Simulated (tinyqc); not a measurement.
# Gate-all-around wire, scale length and short-channel effects: a higher permittivity at fixed equivalent oxide thickness

A round wire of diameter ts in an insulator shell of thickness ti under a surrounding gate. Below threshold the potential that source and drain add obeys Laplace's equation and vanishes on the gate. Its lowest mode decays along the channel as exp(-k y); k is the smallest positive root of the matching condition at the interface, and the scale length is Lambda = pi/k.

k is the smallest positive root of f(k) = ei J0(u)[J1(u) Y0(v) - Y1(u) J0(v)] - eps_r J1(u)[J0(u) Y0(v) - Y0(u) J0(v)], u = k ts/2, v = u + k ti. Along the channel psi(y) = s + a exp(y/l) + b exp(-y/l) with psi(0) = Vbi, psi(L) = Vbi + Vds and l = 1/k = Lambda/pi; with A = Vbi - s, B = A + Vds, x = exp(-L/l): a = (B - A x) x/(1 - x^2), b = (A - B x)/(1 - x^2). The minimum is s + 2 sqrt(a b), at y = (l/2) ln(b/a). The long-channel potential follows the gate as s = sT + (Vg - VTL)/m, and the threshold VT is the gate voltage at which the minimum equals sT. Swing = m Vt ln 10/g at threshold, g = d(minimum)/ds = 1 - (b x + a)/((1 + x) sqrt(a b)). DIBL = [VT(0.05 V) - VT(Vds)]/(Vds - 0.05 V). sT and Vbi are held fixed; m = 1. The equivalent oxide thickness 3.9 ti/ei is held at 0.49 nm, so ti = 0.49 ei/3.9 nm.

Inputs (values chosen for the exercise); permittivities: semiconductor close to that of germanium, insulator close to that of hafnium oxide: temperature T = 400 K; relative permittivity of the semiconductor eps_r = 16; wire diameter ts = 4.3 nm; channel length L = 17 nm; potential of the source Vbi = 0.99 V; potential of the barrier top at threshold sT = 0.73 V; drain voltage Vds = 0.6 V.

Constants: q = 1.602176634e-19 C, kB = 1.380649e-23 J/K, Vt = kB T/q. Results are converted to the units shown.

Results:
```
ei,ti (nm),Lambda (nm),L/Lambda,DIBL (mV/V),swing (mV/decade)
3.9,0.49000,5.0925,3.3383,3.6844,80.370
5,0.62821,5.0759,3.3492,3.6210,80.353
7.5,0.94231,5.0752,3.3496,3.6183,80.352
10,1.2564,5.1234,3.3181,3.8050,80.403
15,1.8846,5.3639,3.1693,4.8268,80.678
20,2.5128,5.7898,2.9362,7.0226,81.267
35,4.3974,7.8117,2.1762,24.738,85.889
```

Estimate the missing row, ei = 25.

Computed row:
```
ei,ti (nm),Lambda (nm),L/Lambda,DIBL (mV/V),swing (mV/decade)
25,3.1410,6.3705,2.6685,10.854,82.286
```

With this row back in the table: As ei goes from 3.9 to 35, Lambda goes from 5.09 through a minimum of 5.08 (at ei = 7.5 among the rows listed) to 7.81 nm, DIBL goes from 3.68 through a minimum of 3.62 (at ei = 7.5 among the rows listed) to 24.7 mV/V and the swing rises from 80.4 to 85.9 mV a decade.

tinyqc, about 0.01 s, one thread, Intel Xeon 2.30GHz (shared host): `OMP_NUM_THREADS=1 python tinyqc.py 2420123 2420124 out.jsonl`
